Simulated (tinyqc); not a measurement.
# Hot carriers by balance equations with a heated Maxwellian, step by step

A worked calculation. Computed by tinyqc, a small Python program that keeps every step. Command: `OMP_NUM_THREADS=1 python tinyqc.py 3017502 3017503 out.jsonl hot walk`. One thread of a shared host (Intel(R) Xeon(R) Processor @ 2.30GHz), about 0.04 s of CPU time with the checks. Intermediate numbers are printed to about 5 digits and carried at full precision; extremes and crossings named in words are read from the listed rows.

The carriers follow a Maxwellian at an electron temperature T_e, slightly displaced; the drift energy is neglected against k_B T_e. The balance averages the rate, not the time, so mu_0 lies below the relaxation-time value.

Inputs (values chosen for the exercise, modelled on electrons in germanium):
```
quantity                                          value       unit
effective mass m                                  0.216        m_0
density rho                                        5323     kg/m^3
sound velocity v_l                                 5430        m/s
acoustic deformation potential D_A                   11         eV
phonon energy hbar w                               31.1        meV
optical or intervalley deformation potential D_o    4.4  1e8 eV/cm
final valleys Z_f                                     3          -
lattice temperature T                               150          K
electric field F                                     51      kV/cm
mixing                                                1          -
iteration cap                                        15          -
```

Band: parabolic. Solver: damped fixed point.

Constants: k_B = 8.617333262e-05 eV/K; k_B = 1.380649e-23 J/K; e = 1.602176634e-19 C; hbar = 1.054571817e-34 J s; m_0 = 9.1093837015e-31 kg; hbar = 6.582119569e-16 eV s.

## Equilibrium values

Parabolic band: E = hbar^2 k^2/(2 m), speed v = hbar k/m, states per spin, volume and energy g(E) = m k/(2 pi^2 hbar^2). Masses are multiplied by m_0 and all formulas are in SI units. Phonon occupation N_q = 1/(exp(hbar w/(k_B T)) - 1). Acoustic deformation potential (elastic, equipartition, absorption and emission together): 1/tau = 2 pi k_B T D_A^2 g(E)/(hbar rho v_l^2). Optical or intervalley deformation potential: 1/tau = (pi Z_f D_o^2/(rho w)) [N_q g(E + hbar w) + (N_q + 1) g(E - hbar w)], with g = 0 below the band edge. Averages over the Maxwellian, <y> = int y x^(1/2) exp(-x) dx / int x^(1/2) exp(-x) dx with x = E/(k_B T_e), split at x_0 = hbar w/(k_B T_e): 64 Gauss-Legendre points in sqrt(x) below it and 128 in sqrt(x - x_0) above it, up to x = 32. Momentum balance: mu(T_e) = e/(m nu), nu = <x (sum of rates)>/<x>. Power lost per carrier: P(T_e) = hbar w <emission rate - absorption rate> + <(2 m v_l^2/(k_B T)) (E - 2 k_B T) acoustic rate>. Energy relaxation time at weak heating: tau_E = (3/2) k_B / (dP/dT_e), the derivative by a central difference of +/- 0.5 K at T_e = T.

low-field mobility mu_0 = 6631.2 cm^2/(V s)

energy relaxation time tau_E = 2.9159 ps

tau_E is 3.58 times the momentum relaxation time m mu_0/e: energy is lost more slowly than direction, which is why carriers heat.

## Balance functions

The field that sustains T_e follows from e mu F^2 = P.

Against the electron temperature:
```
T_e (K)  mu (cm^2/(V s))  P optical (1e9 eV/s)  P acoustic (1e9 eV/s)  F (kV/cm)  drift velocity (1e7 cm/s)
165               6159.5                 0.678             1.0156e-02     0.3342                    0.20583
195               5420.6                 2.127             3.3123e-02     0.6313                    0.34219
240               4648.3                 4.394             7.3493e-02     0.9804                    0.45572
300               3973.0                 7.381             1.3695e-01     1.3756                    0.54652
450               3052.7                14.104             3.3545e-01     2.1748                    0.66392
750               2259.2                24.607             8.6612e-01     3.3579                    0.75860
1200              1744.9                36.185             1.9172e+00     4.6729                    0.81539
1800              1407.8                47.884             3.6899e+00     6.0526                    0.85209
```

Optical phonons take 99 % of the power in the first row and 93 % in the last. The velocity grows as F^0.80 at first and as F^0.17 at the end, so it levels off; if optical phonons alone set both balances the limit at high T_e would be sqrt(3 hbar w tanh(hbar w/2 k_B T)/(4 m)) = 1.26 in the same unit. Rows above 1400 K (k_B T_e > 0.12 eV) stretch the parabolic band.

## First iteration

Fixed point: T_out = T + (T_e - T) e mu(T_e) F^2/P(T_e), T_new = T_e + mixing (T_out - T_e). Start at T_e = 1.5 T.

mu at the start = 4872.2 cm^2/(V s)

P at the start = 3.6944e+09 eV/s

new T_e = 2.5741e+05 K

## The whole iteration

Start at T_e = 1.5 T; stop when T_e moves by less than 1e-6 K or exceeds 1e6 K.

Course of the iteration:
```
iteration     T_e (K)  mu (cm^2/(V s))    step (K)
1          2.2500e+02           4872.2  2.5719e+05
2          2.5741e+05            115.2  2.4703e+05
3          1.0381e+04            575.7  7.3017e+04
4          8.3398e+04            202.5  5.6513e+04
5          2.6885e+04            357.0  2.9477e+04
6          5.6362e+04            246.4  2.0532e+04
7          3.5831e+04            309.1  1.2168e+04
8          4.7998e+04            267.0  8.0457e+03
9          3.9952e+04            292.7  4.9783e+03
10         4.4931e+04            276.0  3.2169e+03
11         4.1714e+04            286.5  2.0232e+03
12         4.3737e+04            279.7  1.2948e+03
13         4.2442e+04            284.0  8.1957e+02
14         4.3262e+04            281.3  5.2243e+02
15         4.2739e+04            283.0  3.3154e+02
```

electron temperature T_e = 43071 K

Not converged after 15 iterations: the residual falls at every step, but slowly, by a factor of about 0.637 a step.

Reruns still fail with mixing = 0.3, iteration cap = 300; and with mixing = 0.1, iteration cap = 300; and with solver = Newton, iteration cap = 300.

Checks made by the program: detailed balance, P(T_e = T) = 0, on the scale of P at 1.1 T (relative difference below 1e-10).
